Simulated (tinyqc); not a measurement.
Resistance of a source-drain extension with a graded tip: one step of the calculation.

y runs along the channel, the gate covers y > 0. The doping is N0 for y < y0 and N0 10^(-(y - y0)/la) beyond, uniform over the depth xj. Sheet conductance s(y) = q mu(N) max(N - Nch, 0) xj + (for y > 0) ma Cox Vo, with mu(N) = u0 + (u1 - u0)/(1 + (N/Nr)^au) and Cox = eps0 eox/tox. Current is taken as one-dimensional; depletion of the tip, spreading and the contact are left out. The metallurgical junction lies at yj, where N = Nch.

Question. Resistance of the overlapped part. Midpoint rule on 9 equal steps from 0 to yj: R_ov = sum h/s(y), per width.

Parameters, values chosen for the exercise; mobility law close to that of electrons in silicon:
```
symbol   value        unit                                                                 meaning
eox        3.9              relative permittivity of the gate insulator (close to silicon dioxide)
tox        1.3          nm                                                     insulator thickness
N0      1.1e20       cm^-3                        active doping of the extension far from the gate
la         5.9   nm/decade                                                      lateral abruptness
y0         3.8          nm          position under the gate where the fall begins (gate edge at 0)
xj          12          nm                                                  depth of the extension
Nch     3.5e18       cm^-3                                                          channel doping
Vo         0.5           V                                                          gate overdrive
ma         180  cm^2/(V s)                                      mobility of the gate-induced layer
u1        1414  cm^2/(V s)                                                  mobility at low doping
u0        68.5  cm^2/(V s)                                                 mobility at high doping
Nr      9.2e16       cm^-3                                                        reference doping
au       0.711                                                                            exponent
```

Constants: q = 1.602176634e-19 C, eps0 = 8.8541878128e-14 F/cm where lengths are in cm. Results are converted to the units shown.

Wanted: y; N; doped conductance; sheet resistance; R_ov.

Answer.

```
point,y (nm),N (cm^-3),doped conductance (uS),sheet resistance (ohm/square)
0,0.70190,1.1000e20,1580.1,549.71
1,2.1057,1.1000e20,1580.1,549.71
2,3.5095,1.1000e20,1580.1,549.71
3,4.9133,7.1236e19,1045.4,778.51
4,6.3171,4.1187e19,621.80,1161.6
5,7.7209,2.3814e19,366.76,1650.7
6,9.1247,1.3769e19,208.63,2233.7
7,10.529,7.9610e18,105.21,2904.7
8,11.932,4.6029e18,31.162,3700.6
```

R_ov = 19.764 ohm um

tinyqc, about 0.03 s, one thread, Intel Xeon 2.30GHz (shared host): `OMP_NUM_THREADS=1 python tinyqc.py 2282024 2282025 out.jsonl`
